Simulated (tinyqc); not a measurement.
# Germanium share from the critical thickness

Question. Critical thickness (Matthews-Blakeslee, 60-degree dislocations): h = bv (1 - nu/4)[ln(h/bv) + 1]/(4 pi e_par (1 + nu)), nu = c12/(c11 + c12). e_par = b1 x. Find e_par and x.

Inputs (values chosen for the exercise):

| symbol | value | unit | meaning |
|---|---|---|---|
| b1 | 0.0418 |  | lattice mismatch per unit x |
| c11 | 162 | GPa | elastic constant |
| c12 | 65.2 | GPa | elastic constant |
| bv | 0.384 | nm | Burgers vector |

critical thickness = 5.9864430 nm

Answer. For given h the relation is explicit in the strain.

e_par = 1.379 %
x = 0.3300

tinyqc, about 0.02 s, one thread, Intel Xeon 2.30GHz (shared host): `OMP_NUM_THREADS=1 python tinyqc.py 2530171 2530172 out.jsonl`
